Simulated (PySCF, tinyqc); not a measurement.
CIS on RHF in the sto-3g basis, for BeH+, spin multiplicity 1, step by step. The lowest restricted solution is unstable here: a spin-polarised one lies 0.0263 hartree lower (PySCF). One step of it, computed by the program tinyqc.

Task: CIS matrix, triplets. A(ia,jb) = (e_a - e_i) d_ij d_ab - (ij|ab).

orbital energies (hartree): MO1 -4.972083, MO2 -0.613055, MO3 -0.248576, MO4 -0.113101, MO5 -0.113101, MO6 0.031255

Two-electron integrals over orbitals (pq|rs), unique and non-zero (hartree):
```
(11|11) 2.275912    (21|11) -0.179643   (21|21) 0.023234    (22|11) 0.445639
(22|21) -0.002615   (22|22) 0.423399    (31|11) -0.169024   (31|21) 0.018904
(31|22) -0.012029   (31|31) 0.024419    (32|11) 0.101394    (32|21) -0.005822
(32|22) -0.059148   (32|31) 0.000955    (32|32) 0.084399    (33|11) 0.492090
(33|21) -0.009469   (33|22) 0.336065    (33|31) 0.000990    (33|32) 0.019786
(33|33) 0.399381    (41|41) 0.015576    (42|41) 0.014790    (42|42) 0.048375
(43|41) 0.013537    (43|42) 0.036926    (43|43) 0.045356    (44|11) 0.569241
(44|21) -0.006266   (44|22) 0.342689    (44|31) -0.005948   (44|32) 0.055243
(44|33) 0.364473    (44|44) 0.449859    (51|51) 0.015576    (52|51) 0.014790
(52|52) 0.048375    (53|51) 0.013537    (53|52) 0.036926    (53|53) 0.045356
(54|54) 0.024249    (55|11) 0.569241    (55|21) -0.006266   (55|22) 0.342689
(55|31) -0.005948   (55|32) 0.055243    (55|33) 0.364473    (55|44) 0.401360
(55|55) 0.449859    (61|11) -0.065171   (61|21) 0.011484    (61|22) 0.008149
(61|31) 0.000523    (61|32) -0.008073   (61|33) -0.012629   (61|44) -0.001731
(61|55) -0.001731   (61|61) 0.014299    (62|11) 0.128561    (62|21) -0.000684
(62|22) -0.003529   (62|31) -0.008626   (62|32) 0.059634    (62|33) -0.011756
(62|44) 0.069226    (62|55) 0.069226    (62|61) 0.007268    (62|62) 0.108710
(63|11) -0.092918   (63|21) 0.003511    (63|22) 0.055788    (63|31) -0.004720
(63|32) -0.082640   (63|33) -0.034111   (63|44) -0.048481   (63|55) -0.048481
(63|61) 0.008965    (63|62) -0.061966   (63|63) 0.099843    (64|41) 0.005572
(64|42) 0.021675    (64|43) 0.003722    (64|64) 0.020768    (65|51) 0.005572
(65|52) 0.021675    (65|53) 0.003722    (65|65) 0.020768    (66|11) 0.479196
(66|21) -0.002835   (66|22) 0.428768    (66|31) -0.010470   (66|32) -0.059695
(66|33) 0.366505    (66|44) 0.348840    (66|55) 0.348840    (66|61) 0.006607
(66|62) -0.019950   (66|63) 0.051512    (66|66) 0.458813
```

Give: CIS matrix A, triplet.

Result:

CIS matrix A, triplet (hartree):
```
        1>3    1>4    1>5     1>6     2>3    2>4    2>5     2>6
1>3   4.231  0.000  0.000   0.093   0.009  0.000  0.000  -0.004
1>4   0.000  4.290  0.000   0.000   0.000  0.006  0.000   0.000
1>5   0.000  0.000  4.290   0.000   0.000  0.000  0.006   0.000
1>6   0.093  0.000  0.000   4.524  -0.004  0.000  0.000   0.003
2>3   0.009  0.000  0.000  -0.004   0.028  0.000  0.000  -0.056
2>4   0.000  0.006  0.000   0.000   0.000  0.157  0.000   0.000
2>5   0.000  0.000  0.006   0.000   0.000  0.000  0.157   0.000
2>6  -0.004  0.000  0.000   0.003  -0.056  0.000  0.000   0.216
```
